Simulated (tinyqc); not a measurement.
Input admittance of a MOSFET at zero drain bias: distributed channel and distributed gate: one step of the calculation.

Source and drain grounded, strong inversion, w = 2 pi f, Cox = eps0 eox/tox. The channel is an RC line of resistance 1/(mu Cox Vo) per square fed from both ends, so one finger has the intrinsic admittance y = i w Cox L tanh(g)/g per width, g = (1/2) sqrt(i w tau), tau = L^2/(mu Vo). The vertical resistance rv/L is in series with y, the overlaps 2 i w Cov in parallel: y_t = 1/(1/y + rv/L) + 2 i w Cov. The gate strip is a line of Rsh/L per length loaded by y_t, so a finger has Y = y_t Wf tanh(k)/k, k = (Wf/sd) sqrt(y_t Rsh/L); the device has Nf Y.

Problem. Admittance of the channel and stack per width. tau, g, c = Cox L, y and y_t as defined.

Parameters, values chosen for the exercise; values of the order met in silicon radio-frequency transistors:
```
symbol  value        unit                                                                 meaning
eox       3.9              relative permittivity of the gate insulator (close to silicon dioxide)
tox       2.6          nm                                                     insulator thickness
L        0.72          um                                                          channel length
mu        170  cm^2/(V s)                                                        channel mobility
Vo       0.22           V                                                          gate overdrive
rv        3.2    ohm um^2                                  vertical resistivity of the gate stack
Cov       0.3       fF/um                             overlap and fringe capacitance on each side
f         9.2         GHz                                                               frequency
```

Constants: eps0 = 8.8541878128e-14 F/cm where lengths are in cm. Results are converted to the units shown.

Find: tau; g; c; y; y_t.

Solution.

tau = 138.6 ps
g = 1.001+1.001i
c = 9.563 fF/um
y = 224.5+374.4i uS/um
y_t = 224.9+408.3i uS/um

w tau = 8.01, and Im y is 0.677 of w c.

Program tinyqc, `OMP_NUM_THREADS=1 python tinyqc.py 2262180 2262181 out.jsonl`; Intel Xeon 2.30GHz, shared host, one thread, about 0.01 s.
